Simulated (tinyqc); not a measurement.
Tunnelling through a thin dielectric with one trap, as a tight-binding chain: sweeps and comparisons. A value that a table varies takes the place of the one given here.

Hopping -t everywhere, t = c/(m a^2), c = hbar^2/2m0; lead sites at 2t (band bottom 0), barrier sites 1 to N at 2t + phi, and site j has U besides. No voltage. Leads give S = -t exp(ika) on sites 1 and N, cos(ka) = 1 - E/(2t). T = (2 t sin(ka))^2 |G_1N|^2, G = (E - H - S)^-1. In the barrier cosh(q a) = 1 + (phi - E)/(2t).

Resonance: the lowest eigenvalue of H + S(E), iterated until its real part equals E (40 rounds from Eb = phi + 2t - sqrt(4t^2 + U^2), the level in an endless barrier). With v the normalised squared amplitudes of that state, Gamma_L = 2 t sin(ka) v_1, Gamma_R = 2 t sin(ka) v_N; Breit-Wigner T = Gamma_L Gamma_R/((E - Er)^2 + (Gamma_L + Gamma_R)^2/4).

Constants: hbar^2/2m0 = 3.80998211 eV angstrom^2.

Inputs chosen for the exercise (barrier and mass of the size used for Al2O3 on silicon; the results hold for these values, not for the real material): a = 2.5 angstrom (site spacing); m = 0.29 m0 (mass, the same in leads and barrier); phi = 2.2 eV (conduction edge of the barrier above that of the leads); N = 7 (barrier sites); j = 3 (site of the trap); U = -3.65 eV (extra energy on the trap site); E = 0.76 eV (electron energy).

## Transmission around the level

Er = 0.82744 eV

widths (meV): left 93.106, right 4.0169

Energies Er + x (Gamma_L + Gamma_R).

T:

| x | E (eV) | chain | Breit-Wigner | no trap |
|---|---|---|---|---|
| -8.0 | 0.0505 | 1.05e-05 | 0.000617 | 5.47e-07 |
| -3.0 | 0.5361 | 0.00174 | 0.00429 | 1.88e-05 |
| -1.0 | 0.7303 | 0.0247 | 0.0317 | 4.31e-05 |
| -0.5 | 0.7789 | 0.0707 | 0.0793 | 5.26e-05 |
| 0.0 | 0.8274 | 0.158 | 0.159 | 6.41e-05 |
| 0.5 | 0.8760 | 0.0940 | 0.0793 | 7.81e-05 |
| 1.0 | 0.9246 | 0.0445 | 0.0317 | 9.50e-05 |
| 3.0 | 1.1188 | 0.0109 | 0.00429 | 0.000209 |
| 8.0 | 1.6044 | 0.00653 | 0.000617 | 0.00173 |

What does this show, and why?

At Er the chain gives 0.158, 2.46e+03 times the value without trap, and Breit-Wigner 0.159. In the wings the single pole gives 58.7 times the chain value at x = -8 and 0.0945 times at x = 8, because the widths and the level shift change with energy.

## Where a trap does most harm

The trap is moved through the barrier. The area under the resonance, 2 pi Gamma_L Gamma_R/(Gamma_L + Gamma_R), sets the current through it.

Against position:

| j | Er (eV) | Gamma_L (meV) | Gamma_R (meV) | peak | area (meV) |
|---|---|---|---|---|---|
| 3 | 0.8274 | 93.1 | 4.02 | 0.159 | 24.2 |
| 4 | 0.8337 | 19.5 | 19.5 | 1.00 | 61.1 |
| 5 | 0.8274 | 4.02 | 93.1 | 0.159 | 24.2 |

What can be read from the table?

The area is largest at j = 4 (61.1 meV) and 2.53 times smaller at j = 3: the slower of the two steps limits the current, so traps in the middle carry most. Each site towards a lead multiplies its width by about 4.79, close to exp(2 q a) = 4.81 at Eb.

## Direct against trap-assisted paths

N odd, the trap in the middle, j = (N + 1)/2. Direct T is that without trap at the energy Er; area = 2 pi Gamma_L Gamma_R/(Gamma_L + Gamma_R). The exponents are the slopes of the logarithms between the last two rows, per angstrom.

Against thickness:

| N | N a (angstrom) | Er (eV) | direct T | area (meV) |
|---|---|---|---|---|
| 5 | 12.5 | 0.8146 | 0.00144 | 290 |
| 7 | 17.5 | 0.8337 | 6.57e-05 | 61.1 |
| 9 | 22.5 | 0.8361 | 2.87e-06 | 12.7 |
| 11 | 27.5 | 0.8365 | 1.25e-07 | 2.65 |
| 13 | 32.5 | 0.8366 | 5.39e-09 | 0.552 |
| 15 | 37.5 | 0.8366 | 2.33e-10 | 0.115 |
| 17 | 42.5 | 0.8366 | 1.01e-11 | 0.0239 |

exponents (1/angstrom): direct 0.6280, through the trap 0.3140

What can be read from the table?

The direct path falls as exp(-0.628 d) and the path through a central trap as exp(-0.314 d), 2.00 times more slowly, since each step crosses half the layer. From 5 to 17 sites the first loses 8.2 decades and the second 4.1: in thicker layers even few traps rule the leakage. Inelastic capture with phonons is left out.

## What each parameter does

Resonance and log10 T at E. Each row changes one parameter from the base and keeps the others.

Results:

| case | Er (eV) | Gamma_L (meV) | Gamma_R (meV) | log10 T |
|---|---|---|---|---|
| base | 0.8274 | 93.11 | 4.017 | -1.338 |
| m = 0.267 m0 | 0.9123 | 117.4 | 6.259 | -1.734 |
| phi = 2.3 eV | 0.9306 | 94.46 | 4.079 | -2.114 |
| N = 8 | 0.8279 | 93.16 | 0.8325 | -2.032 |
| j = 4 | 0.8337 | 19.45 | 19.45 | -1.274 |
| U = -3.54 eV | 0.9017 | 99.53 | 4.654 | -1.857 |

What does this show?

The largest shifts from the base row, up to three for each result and ties (the steps differ in size, so this ranks the rows, not the parameters). Er (eV): phi +0.1032, m +0.0849, U +0.0743. Gamma_L (meV): j -73.7, m +24.3, U +6.42. Gamma_R (meV): j +15.4, N -3.18, m +2.24. log10 T: phi -0.776, N -0.694, U -0.520.

Computed by tinyqc, a small Python program: `OMP_NUM_THREADS=1 python tinyqc.py 1452747 1452748 out.jsonl` (the numbers bound the seed that draws the inputs); one thread of a shared host (Intel(R) Xeon(R) Processor @ 2.30GHz), about 0.07 s for the whole set of steps.
